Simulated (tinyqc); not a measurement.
From results back to parameters: donors with valley-orbit split 1s states. Four cases, with inputs chosen for the exercise.

Problem. The electron density is given and ND is hidden.

Each donor binds at most one electron, in any of its states. For a site s, W_s = sum over its states of g exp(E/kT), and the ionised share is 1/(1 + W_s exp(eta)), eta = (EF - Ec)/kT; n = Nc F_1/2(eta); neutrality n + NA = ND x (mean ionised share); holes are neglected. Nc from N = 2 (m kB T/(4 pi c))^(3/2) with c = hbar^2/2m0, in 1/angstrom^3; times 1e24 for 1/cm^3, m = md. F_j(eta) = (1/Gamma(j + 1)) integral_0^infinity x^j dx/(1 + exp(x - eta)), which tends to exp(eta) for eta << 0.

Constants: hbar^2/2m0 = 3.80998211 eV angstrom^2; kB = 8.617333262e-05 eV/K.

Case 1.

Values chosen (near those of P in Si; not measured data): md = 1.055 m0 (density-of-states mass of the conduction band); E = (44.5, 32.9, 31.4) meV (binding energies of 1s(A1), 1s(T2), 1s(E)); g = (2, 6, 4) (their degeneracies with spin); T = 250 K; NA = 1.5e+16 1/cm^3 (compensating acceptors, all ionised).

n = 2.2551e+17 1/cm^3

Case 2.

Values chosen (near those of Sb in Si; not measured data): md = 1.087 m0 (density-of-states mass of the conduction band); E = (43.8, 34.4, 31.7) meV (binding energies of 1s(A1), 1s(T2), 1s(E)); g = (2, 6, 4) (their degeneracies with spin); T = 400 K; NA = 2.8e+14 1/cm^3 (compensating acceptors, all ionised).

n = 4.1062e+15 1/cm^3

Case 3.

Values chosen (near those of Sb in Si; not measured data): md = 1.06 m0 (density-of-states mass of the conduction band); E = (42.3, 32.6, 29.9) meV (binding energies of 1s(A1), 1s(T2), 1s(E)); g = (2, 6, 4) (their degeneracies with spin); T = 400 K; NA = 0 1/cm^3 (compensating acceptors, all ionised).

n = 1.3603e+17 1/cm^3

Case 4.

Values chosen (near those of Sb in Si; not measured data): md = 1.06 m0 (density-of-states mass of the conduction band); E = (44, 33.8, 31.3) meV (binding energies of 1s(A1), 1s(T2), 1s(E)); g = (2, 6, 4) (their degeneracies with spin); T = 250 K; NA = 0 1/cm^3 (compensating acceptors, all ionised).

n = 3.6606e+15 1/cm^3

Find: eta; mean ionised share; ND.

Solution. n/Nc gives eta, eta and W_s give the ionised share, and ND = (n + NA)/share.

Case 1.

eta = -4.515
mean ionised share = 0.601
ND = 4.0e+17 1/cm^3

Case 2.

eta = -9.275
mean ionised share = 0.997
ND = 4.4e+15 1/cm^3

Case 3.

eta = -5.735
mean ionised share = 0.907
ND = 1.5e+17 1/cm^3

Case 4.

eta = -8.647
mean ionised share = 0.989
ND = 3.7e+15 1/cm^3

Computed by tinyqc, one run a case: `OMP_NUM_THREADS=1 python tinyqc.py N N+1 out.jsonl` with N = 1652430, 1652505, 1652548, 1652595; one thread of a shared Intel(R) Xeon(R) Processor @ 2.30GHz, about 0.01 s a run at most.
